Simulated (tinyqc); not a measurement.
Grain growth, pinning, strength and diffusional creep of a polycrystal or thin film: one step, computed by the program tinyqc.

One mean grain size d describes the structure.

Problem. Yield stress. Hall-Petch term k_y/sqrt(d). Orowan term 3.06 x 0.4 G b ln(2 rbar/b)/(pi lambda sqrt(1 - nu)) with nu = 1/3, rbar = sqrt(2/3) r, lambda = rbar (sqrt(pi/f) - 2). The terms are added to sigma_0.

Inputs (values chosen for the exercise, modelled on aluminium):
```
quantity                     value       unit
shear modulus G               26.6        GPa
Burgers vector b             2.863   angstrom
anneal temperature T           515          K
particle volume fraction f  0.0069          -
particle radius r              3.5         nm
friction stress sigma_0         14        MPa
Hall-Petch slope k_y         0.067  MPa m^0.5
```

Sample: bulk.

grain size d = 229.1395 nm

Give: Hall-Petch term; Orowan term; yield stress.

Solution.

Hall-Petch term = 139.97 MPa

Orowan term = 196.87 MPa

yield stress = 350.84 MPa
